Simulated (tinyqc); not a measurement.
What each parameter does: valley splitting of a silicon quantum well in envelope theory.

The well lies at 0 < z < L; U(z) = V0 [1/(1 + exp(z/w)) + 1/(1 + exp((L - z)/w))] - e F z, 1 mV/nm = 1e-4 eV/angstrom. The envelope psi solves -(c/ml) psi'' + U psi = E psi, c = hbar^2/2m0, by three-point differences on a grid of 0.1 angstrom from -40 to L + 40 angstrom. The two valleys at +/- k0 couple through D = C0 times the integral of exp(-i q z) U(z) psi^2, q = 2 k0 (2 pi/a), and split by Ev = 2|D|.

Random alloy: with Y(z) = Yw + (Yb - Yw) B(z), B the bracket in U, and in-plane density exp(-r^2/ad^2)/(pi ad^2), D gains a random complex part of variance sigma^2 = (C0^2/pi)(a^2 V0/(8 ad (Yb - Yw)))^2 (4/a) times the integral of psi^4 Y (1 - Y). Alone it gives a mean splitting sqrt(pi) sigma; together with the smooth part the rms splitting is 2 sqrt(|D|^2 + sigma^2).

Constants: hbar^2/2m0 = 3.80998211 eV angstrom^2.

Values chosen for the exercise (near those of a strained Si well in SiGe; not measured data): L = 98 angstrom (well width); V0 = 0.21 eV (conduction offset); ml = 0.923 m0 (mass along z); w = 0.5 angstrom (interface width parameter); F = 12 mV/nm (field pressing towards the upper interface); k0 = 0.832 2 pi/a (valley position); a = 5.431 angstrom (lattice constant); C0 = 0.258 (Bloch overlap factor); Yb = 0.32 (Ge share of the barrier); Yw = 0.05 (Ge share of the well); ad = 110 angstrom (dot radius).

Orbital spacing, psi^2 at z = L, the smooth splitting and sigma; V0 is held fixed when Yw changes.

One parameter was then changed.

Results before and after:

| case | E2 - E1 (meV) | psi^2(L) (1e-3/angstrom) | 2\|D\| (micro-eV) | sigma (micro-eV) |
|---|---|---|---|---|
| base | 31.50 | 5.499 | 96.32 | 117.8 |
| changed | 31.50 | 5.499 | 96.32 | 86.4 |

Which of these changes was made? (a) C0 = 0.31; (b) L = 104 angstrom; (c) V0 = 0.263 eV; (d) Yw = 0.08; (e) k0 = 0.812 2 pi/a; (f) ad = 150 angstrom; (g) w = 0.65 angstrom; (h) F = 18 mV/nm.

Answer: (f) ad = 150 angstrom. Of the candidates, run in turn, only this one gives the changed row.

All candidates:

| case | E2 - E1 (meV) | psi^2(L) (1e-3/angstrom) | 2\|D\| (micro-eV) | sigma (micro-eV) |
|---|---|---|---|---|
| base | 31.50 | 5.499 | 96.32 | 117.8 |
| ad = 150 angstrom | 31.50 | 5.499 | 96.32 | 86.4 |
| Yw = 0.08 | 31.50 | 5.499 | 96.32 | 164.7 |
| L = 104 angstrom | 31.50 | 5.499 | 96.41 | 117.8 |
| V0 = 0.263 eV | 31.57 | 4.339 | 96.06 | 147.6 |
| w = 0.65 angstrom | 31.49 | 5.375 | 51.01 | 117.8 |
| F = 18 mV/nm | 41.09 | 8.283 | 146.13 | 126.1 |
| k0 = 0.812 2 pi/a | 31.50 | 5.499 | 103.62 | 117.8 |
| C0 = 0.31 | 31.50 | 5.499 | 115.73 | 141.5 |

(tinyqc, `OMP_NUM_THREADS=1 python tinyqc.py 1251830 1251831 out.jsonl`, Intel(R) Xeon(R) Processor @ 2.30GHz, 1 thread, shared host, about 0.1 s.)
